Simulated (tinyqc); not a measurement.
# A discretised effective-mass wire between two leads, recursive Green functions, step by step

Program tinyqc, `OMP_NUM_THREADS=1 python tinyqc.py 2660030 2660031 out.jsonl`; Intel Xeon 2.30GHz, shared host, one thread, about 0.01 s. Printed values are rounded.

Finite differences on a grid of step a give a chain with hopping -t, t = C/(m a^2), C = hbar^2/(2 m0), and site energies 2 t + U_i for the N = 5 sites of the device; the semi-infinite leads have site energy 2 t. Each slice is one site, and V = -t couples neighbouring slices.

Values chosen for this exercise: effective mass m = 0.063 m0; grid step a = 1 nm; potential on the sites 1 to N U = [0, 0.15, 0.2, 0.15, 0] eV; energy above the band bottom of the leads E = 0.095 eV.

Constants: q = 1.602176634e-19 C, hbar = 1.054571817e-34 J s, h = 6.62607015e-34 J s, m0 = 9.1093837015e-31 kg, hbar^2/(2 m0) = 0.0380998212 eV nm^2. Results are converted to the units shown.

## Self-energy of the leads

Sigma = t^2 g(E - 2 t), g(x) = (x - i sqrt(4 t^2 - x^2))/(2 t^2) for |x| < 2 t and (x - sign(x) sqrt(x^2 - 4 t^2))/(2 t^2) otherwise; Gamma = i (Sigma - Sigma^dagger); both leads give the same.

t = 0.604759 eV
Sigma = -0.557259-0.234938i eV
Gamma = 0.469876 eV
open modes = 1

## Forward pass

Forward pass: g_1 = (E - H_1 - Sigma)^(-1), g_i = (E - H_i - V g_(i-1) V^dagger)^(-1), with Sigma also subtracted on the last slice; G_(i,1) = g_i V G_(i-1,1), starting from g_1. H_i is the block of slice i, its site energy.

```
site         g_i (1/eV)  G_(i,1) of the forward pass (1/eV)
1     -1.52368-0.64237i                   -1.52368-0.64237i
2     -1.27340-0.42300i                   -1.00905-0.88447i
3     -1.14026-0.20783i                   -0.58466-0.73674i
4     -1.17054-0.10498i                   -0.36710-0.55866i
5     -1.41316-2.99080i                    0.69671-1.14143i
```

## Transmission

G_(N,1) = 0.69671-1.14143i 1/eV

T(E) = Tr[Gamma G_(N,1) Gamma G_(N,1)^dagger]. Conductance (2 q^2/h) T(E).

T(E) = 0.394818
conductance = 30.5908 uS

Inverting the whole matrix gives the same value.

## Backward pass

Backward pass: G_NN = g_N, G_ii = g_i + g_i V^dagger G_(i+1,i+1) V g_i; local density of states -Im G_ii/pi on each site.

```
site        G_ii (1/eV)  local density of states (1/eV)
1     -1.41316-2.99080i                        0.952000
2     -1.60417-1.71870i                        0.547080
3     -1.57982-1.27604i                        0.406175
4     -1.60417-1.71870i                        0.547080
5     -1.41316-2.99080i                        0.952000
```

A site of an infinite clean chain has 1/(pi sqrt(4 t^2 - x^2)) = 0.677 1/eV at this energy (x counted from the band centre); the device goes from 0.406 (site 3) to 0.952 (site 1).

## States fed from the left, and the bond current

The full first column follows backwards from c_N = G_(N,1): c_i = G_(i,1)(forward) + g_i V^dagger c_(i+1). The density of states fed by the left lead is Gamma |c_i|^2/(2 pi), and the current on bond i is 2 t Gamma Im(c_(i+1) conj(c_i)) in units of T(E).

```
site         c_i (1/eV)  density fed from the left (1/eV)
1     -1.41316-2.99080i                          0.818269
2     -0.81049-2.20690i                          0.413348
3     -0.28152-1.62371i                          0.203088
4      0.19856-1.32243i                          0.133731
5      0.69671-1.14143i                          0.133731
```

bond current, bond 1 to 4: 0.394818  0.394818  0.394818  0.394818

The bond current is the same on every bond and equals T(E): the current is conserved.
